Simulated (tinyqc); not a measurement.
# Small-signal admittance of a forward-biased p+-n diode: two studies

Holes injected into a neutral base of width wb with an ohmic contact at its end; low injection, p0 far above the equilibrium density. A small voltage v exp(i w t), w = 2 pi f, modulates the edge density by p0 v/Vt, and the small-signal density obeys Dp d2p/dx2 = (1/tau + i w) p.

Values chosen for this exercise; permittivity close to that of 4H silicon carbide: temperature T = 300 K; relative permittivity eps_r = 9.7; donor density of the base Nd = 1.3e15 cm^-3; hole diffusion coefficient Dp = 2.4 cm^2/s; hole lifetime tau = 2e-9 s; width of the neutral base wb = 1 um; excess hole density at the junction edge p0 = 3.5e11 cm^-3; acceptor density of the p+ side Na = 1e19 cm^-3; series resistance Rs = 0.0011 ohm cm^2; signal frequency f = 5.5e7 Hz.

Constants: q = 1.602176634e-19 C, kB = 1.380649e-23 J/K, Vt = kB T/q, eps0 = 8.8541878128e-14 F/cm where lengths are in cm. Results are converted to the units shown.

Each table varies one quantity; the others keep the values above.

## Admittance against frequency

L = sqrt(Dp tau); direct current J = (q Dp p0/L) coth(wb/L); k = sqrt(1 + i w tau)/L; diffusion admittance Y = (q Dp p0/Vt) k coth(k wb) = G + i w C_diff; junction capacitance C_j = sqrt(q eps0 eps_r Nd/(2 Vr)) in the depletion approximation, with the remaining barrier Vr = Vt ln(Na/p0), a rough value under forward bias; base-width modulation is left out. Measured admittance 1/[Rs + 1/(Y + i w C_j)].

The same in every row: C_j (uF/cm^2) = 0.01420.

Results:
```
f (Hz),w tau,G (S/cm^2),C_diff (uF/cm^2),measured G (S/cm^2),measured C (uF/cm^2),phase of the measured Y (degrees)
3e5,0.003770,0.08401,5.688e-5,0.08401,0.01425,17.73
1e6,0.01257,0.08402,5.688e-5,0.08402,0.01425,46.82
5e6,0.06283,0.08403,5.688e-5,0.08424,0.01425,79.34
2e7,0.2513,0.08420,5.683e-5,0.08772,0.01425,87.20
3e8,3.770,0.1146,4.746e-5,0.9065,0.01423,88.06
1e9,12.57,0.1963,2.881e-5,8.894,0.01408,84.26
6e9,75.40,0.4644,1.216e-5,234.4,0.01054,59.46
2e10,251.3,0.8440,6.690e-6,721.7,0.002925,26.99
```

Estimate the missing row, f = 8e7 Hz.

Computed row:
```
f (Hz),w tau,G (S/cm^2),C_diff (uF/cm^2),measured G (S/cm^2),measured C (uF/cm^2),phase of the measured Y (degrees)
8e7,1.005,0.08691,5.596e-5,0.1433,0.01425,88.85
```

With this row back in the table: G starts at J/Vt = 0.0840 S/cm^2 and C_diff at (J tau/(2 Vt))(1 - 2 x/sinh 2x) = 5.69e-5 uF/cm^2, x = wb/L = 1.44. Between the last two rows G goes as f^(0.50) and C_diff as f^(-0.50); the limits are 1/2 and -1/2, reached when the signal penetrates only sqrt(Dp/w). The measured C is 0.018 % below C_diff + C_j in the first row and 79 % below it in the last, the difference being due to Rs.

## Effect of the width of the neutral base

Same model as above.

The same in every row: w tau = 0.6912; C_j (uF/cm^2) = 0.01420.

Effect of the width of the neutral base:
```
wb (um),G (S/cm^2),C_diff (uF/cm^2),measured G (S/cm^2),measured C (uF/cm^2),phase of the measured Y (degrees)
0.035,1.489,2.530e-6,1.513,0.01415,72.81
0.069,0.7570,4.982e-6,0.7828,0.01418,80.92
0.14,0.3769,1.007e-5,0.4032,0.01419,85.30
0.27,0.2025,1.913e-5,0.2290,0.01421,87.33
0.53,0.1170,3.553e-5,0.1436,0.01423,88.33
1.1,0.08336,5.936e-5,0.1100,0.01425,88.72
2.1,0.07905,7.059e-5,0.1058,0.01426,88.77
4.2,0.07909,7.139e-5,0.1058,0.01426,88.77
```

Read the table: what changes, and by how much?

As wb goes from 0.035 to 4.2, G falls from 1.49 to 0.0791 S/cm^2, C_diff rises from 2.53e-6 to 7.14e-5 uF/cm^2 and the measured C rises from 0.0142 to 0.0143 uF/cm^2. C_diff stays below C_j.

Program tinyqc, `OMP_NUM_THREADS=1 python tinyqc.py 2890121 2890122 out.jsonl`; Intel Xeon 2.30GHz, shared host, one thread, about 0.01 s.
